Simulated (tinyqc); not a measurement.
Isotope effect over temperature: harmonic transition-state theory with quantum, tunnelling and friction corrections. Computed by tinyqc, a small Python program. Command: `OMP_NUM_THREADS=1 python tinyqc.py 3003053 3003054 out.jsonl rates walk`. One thread of a shared host (Intel(R) Xeon(R) Processor @ 2.30GHz), about 0.06 s of CPU time with the checks.

One atom hops between equivalent sites; three modes at the minimum and two real modes at the saddle are treated as harmonic, the rest of the crystal as unchanged; melting is ignored, so hot rows may lie above the melting point.

Inputs (values chosen for the exercise, modelled on interstitial carbon in iron):

| quantity | value | unit |
|---|---|---|
| barrier E_b | 0.841 | eV |
| imaginary frequency at the saddle nu_b | 7.38 | THz |
| temperature T | 661 | K |
| mass ratio of the heavier isotope | 1.083 | - |

Lattice of sites: three-dimensional. Correction studied: isotope.

frequencies at the minimum (THz): 12.3  16.4  18.8

real frequencies at the saddle (THz): 19.7  21.9

Constants: h x 1 THz = 4.135667696 meV; k_B = 8.617333262e-05 eV/K.

Method:
- Vineyard: nu* = product of minimum frequencies / product of real saddle frequencies; k_cl = nu* exp(-E_b/(k_B T)).
- Quantum harmonic: k_q = (k_B T/h) [prod 2 sinh(x_i/2) (minimum) / prod 2 sinh(x_j/2) (saddle)] exp(-E_b/(k_B T)), x = h nu/(k_B T).
- Zero-point correction to the barrier = (h/2)(sum of saddle frequencies - sum of minimum frequencies).
- With u = h nu_b/(k_B T): Wigner factor 1 + u^2/24; parabolic barrier (Bell) (u/2)/sin(u/2), valid above T_c = h nu_b/(2 pi k_B); symmetric Eckart barrier: kappa = int_0^infinity P(E) exp(-(E - E_b)/(k_B T)) dE/(k_B T), P = (cosh 2a - 1)/(cosh 2a + cosh 2d), a = alpha sqrt(E/E_b), alpha = 2 pi E_b/(h nu_b), 2d = 2 sqrt(alpha^2 - pi^2/4).
- All frequencies of the heavier isotope are divided by sqrt(mass ratio); each column is light over heavy.

zero-point correction = -12.2002 meV

Rate ratios:

| T (K) | classical | quantum harmonic | with Eckart tunnelling |
|---|---|---|---|
| 260 | 1.0407 | 1.0366 | 1.0430 |
| 330 | 1.0407 | 1.0370 | 1.0410 |
| 430 | 1.0407 | 1.0379 | 1.0403 |
| 530 | 1.0407 | 1.0386 | 1.0402 |
| 660 | 1.0407 | 1.0392 | 1.0403 |
| 990 | 1.0407 | 1.0400 | 1.0405 |
| 1300 | 1.0407 | 1.0403 | 1.0405 |
| 2000 | 1.0407 | 1.0405 | 1.0406 |

The classical ratio is sqrt(mass ratio) = 1.0407 at any T. The quantum ratio is 1.0366 in the coldest row, below it, as quantum effects in the stiff saddle modes outweigh those at the minimum; tunnelling multiplies it by a further 1.006. In the hottest row the full ratio is 1.0406.

Extremes, crossings and ranges named in words are read from the listed rows.
